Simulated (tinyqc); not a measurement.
Three-phonon processes in a diatomic chain: dispersion, energy and momentum conservation, and decay channels of optical phonons: one step, computed by the program tinyqc. Command: `OMP_NUM_THREADS=1 python tinyqc.py 3120096 3120097 out.jsonl threeph walk`. One thread of a shared host (Intel(R) Xeon(R) Processor @ 2.30GHz), about 0.05 s of CPU time with the checks.

Cell length a, two atoms, one spring constant. x = q a/pi runs from -1 to 1; A and O are the acoustic and optical branches. Matrix elements are not computed: only conservation laws and occupation factors are followed.

Question. Band edges. omega^2 = k (1/m + 1/M) -/+ k sqrt((1/m + 1/M)^2 - 4 sin^2(pi x/2)/(m M)); nu = 15.6333042 THz x sqrt(omega^2) for eV/(angstrom^2 u). Acoustic top sqrt(2 k/M), optical bottom sqrt(2 k/m), optical top sqrt(2 k (1/m + 1/M)).

Inputs (values chosen for the exercise, for a model chain): light mass m = 12 u; heavy mass M = 80.4 u; spring constant k = 6.2 eV/angstrom^2.

Constants: nu for 1 eV/(angstrom^2 u) = 15.6333042 THz.

Give: acoustic top; optical bottom; optical top; optical top over twice the acoustic top; optical bottom over twice the acoustic top; optical width over acoustic top.

Answer.

acoustic top = 6.140 THz

optical bottom = 15.89 THz

optical top = 17.04 THz

optical top over twice the acoustic top = 1.387

optical bottom over twice the acoustic top = 1.294

optical width over acoustic top = 0.1865

The zone-centre optical phonon lies above twice the acoustic top (M/m > 3), so its decay into two acoustic phonons is forbidden; at M/m > 4 energy alone forbids it for every optical phonon.
